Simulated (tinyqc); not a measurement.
# Ideality, saturation current and resistance from three points

Problem. Well above the saturation current a diode obeys V = n Vt ln(I/I0) + I Rs. Find n, Rs and I0.

Values chosen for this exercise: temperature T = 325 K.

Constants: q = 1.602176634e-19 C, kB = 1.380649e-23 J/K, Vt = kB T/q. Results are converted to the units shown.

currents (A): [4e-6, 0.0003, 0.02]
voltages (V): [0.76143232, 0.95487436, 1.2206875]

Solution. V is linear in the three unknowns n Vt, Rs and -n Vt ln I0, so three points give a linear system.

n = 1.59
Rs = 4.00 ohm
I0 = 1.50e-13 A

Computed by the program tinyqc: `OMP_NUM_THREADS=1 python tinyqc.py 2260065 2260066 out.jsonl`, one thread of a shared Intel Xeon 2.30GHz, about 0.01 s for the whole run.
